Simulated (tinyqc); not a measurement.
## Charge stability of a double quantum dot, constant-interaction model with a charge sensor: from two dots to one

Capacitance matrix C = [[C1, -Cm], [-Cm, C2]], C1 = G1 + X1 + Cm + L1, C2 = G2 + X2 + Cm + L2. Gate charges n1 = (G1 V1 + X1 V2)/q, n2 = (X2 V1 + G2 V2)/q. The state (N1, N2) has U = (1/2) d^T E d with d = (N1 - n1, N2 - n2) and E = q^2 C^(-1). Leads at 0 V; no tunnel coupling, spin or level spacing. The sensor reads s1 <N1> + s2 <N2>.

The states (0,0), (1,0), (0,1) meet where E n = (EC1/2, EC2/2), and (1,1), (1,0), (0,1) where E n = (EC1/2 + ECm, EC2/2 + ECm); the gate voltages follow from n.

Parameters, values chosen for the exercise: gate 1 to dot 1 G1 = 2.3 aF; gate 2 to dot 2 G2 = 2.4 aF; gate 2 to dot 1 X1 = 0.28 aF; gate 1 to dot 2 X2 = 0.27 aF; dot 1 to leads and ground L1 = 8.4 aF; dot 2 to leads and ground L2 = 7.7 aF.

Constants: q = 1.602176634e-19 C. Results are converted to the units shown.

From two dots to one:
```
Cm (aF),EC1 (meV),ECm (meV),ECm/EC1,separation of the triple points in n1 + n2
0.1,14.46,0.1381,0.009551,0.01841
0.22,14.31,0.2973,0.02077,0.03962
0.47,14.02,0.6078,0.04336,0.08099
0.98,13.49,1.165,0.08634,0.1552
2.1,12.59,2.120,0.1684,0.2825
4.4,11.39,3.392,0.2979,0.4521
9.3,10.09,4.769,0.4728,0.6355
20,8.996,5.925,0.6585,0.7895
42,8.303,6.659,0.8020,0.8873
88,7.909,7.076,0.8946,0.9429
```

What does the table show?

ECm/EC1 rises from 0.00955 to 0.895 (it equals Cm/C2), and the separation rises from 0.0184 to 0.943. Zero means a square lattice of independent dots; 1 means parallel lines one electron apart, as for a single large dot. EC1 falls from 14.5 to 7.91 meV.

Numbers from tinyqc (`OMP_NUM_THREADS=1 python tinyqc.py 2470135 2470136 out.jsonl`; about 0.01 s on one thread of a shared Intel Xeon 2.30GHz).
